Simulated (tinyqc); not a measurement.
The solidus: solid solubility of a dopant against its melt (retrograde solidus), clustering and the electrically active fraction. Computed by tinyqc, a small Python program. Command: `OMP_NUM_THREADS=1 python tinyqc.py 3001602 3001603 out.jsonl retro walk`. One thread of a shared host (Intel(R) Xeon(R) Processor @ 2.30GHz), about 0.01 s of CPU time with the checks.

Inputs (values chosen for the exercise, of the order of those of copper in silicon for the solubility):

| quantity | value | unit |
|---|---|---|
| melting point of the host T_m | 1687 | K |
| heat of melting of the host H_f | 50.2 | kJ/mol |
| interaction L of the melt | -12 | kJ/mol |
| enthalpy of transfer from melt to solid H | 1.4 | eV |
| entropy of transfer S | 2.51 | k_B |
| site density N0 | 5e+22 | 1/cm^3 |

Constants: R = 8.314462618 J/(mol K); k_B = 8.617333262e-05 eV/K; e = 1.602176634e-19 C; N_A = 6.02214076e+23 1/mol.

Method. x_l and x_s are atom fractions of the dopant in melt and solid; the solid is dilute. Liquidus of the host: R T ln(1 - x_l) + L x_l^2 = -H_f (1 - T/T_m). Distribution: k = x_s/x_l = exp[L (1 - x_l)^2/(R T)] exp(S/k_B - H/(k_B T)), the first factor being the activity coefficient in the melt. Solubility = x_s N0; at T_m x_l = 0. The largest x_s N0 between 900 K and T_m. For an ideal melt with constant heats the maximum has x_l = H_f/(H + H_f), H in the same units.

largest solubility = 2.35016e+18 1/cm^3

temperature of the maximum = 1532.01 K

Against temperature:

| T (K) | x_l | k | solubility (1/cm^3) | over the maximum |
|---|---|---|---|---|
| 1000 | 0.78962 | 1.0154e-06 | 4.0090e+16 | 0.01706 |
| 1100 | 0.71198 | 4.2516e-06 | 1.5135e+17 | 0.06440 |
| 1200 | 0.62543 | 1.3711e-05 | 4.2875e+17 | 0.18244 |
| 1300 | 0.52956 | 3.5968e-05 | 9.5236e+17 | 0.40523 |
| 1400 | 0.42274 | 7.9635e-05 | 1.6832e+18 | 0.71622 |
| 1500 | 0.30145 | 1.5219e-04 | 2.2938e+18 | 0.97602 |
| 1580 | 0.18916 | 2.3101e-04 | 2.1849e+18 | 0.92969 |
| 1640 | 0.09090 | 2.9645e-04 | 1.3473e+18 | 0.57329 |
| 1675 | 0.02480 | 3.3254e-04 | 4.1231e+17 | 0.17544 |

What does the comparison show, and why?

Between the first rows the Arrhenius energy of the solubility is 1.26 eV, against H = 1.4 eV; it shrinks to zero at 1532 K and turns negative beyond. A crystal saturated at the maximum precipitates dopant-rich liquid on cooling and on heating alike. Below a eutectic or compound temperature another phase would set the limit.

Extremes, crossings and ranges named in words are read from the listed rows.
